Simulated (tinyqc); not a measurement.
Threshold-voltage variability of a planar MOSFET, analytic estimates: one step of the calculation.

Three independent sources add in quadrature: random dopants in the depleted layer, metal-gate grains of two orientations, and roughness of the two gate edges acting through the roll-off VT = VT(long) - Vr exp(-L/l). These are first-order estimates: no three-dimensional electrostatics, no percolation.

Task. Margin in standard deviations for the wanted yield. Cells fail independently with probability Q(k) = erfc(k/sqrt(2))/2 when the margin is k standard deviations, and Y = exp(-Nb Q(k)). phi = exp(-k^2/2)/sqrt(2 pi). Newton steps on ln Q(k) = ln(-ln(Y)/Nb): k(new) = k + [ln Q - ln(-ln(Y)/Nb)] Q/phi.

Values chosen for this exercise:

| symbol | value | unit | meaning |
|---|---|---|---|
| Nb | 33554432 |  | number of cells |
| Y | 0.49 |  | wanted yield |

k at the start = 4

Find: Q(k); phi; k after iteration 1.

Result.

Q(k) = 3.1671e-5
phi = 1.3383e-4
k after iteration 1 = 5.7291

Numbers from tinyqc (`OMP_NUM_THREADS=1 python tinyqc.py 2090119 2090120 out.jsonl`; about 0.01 s on one thread of a shared Intel Xeon 2.30GHz).
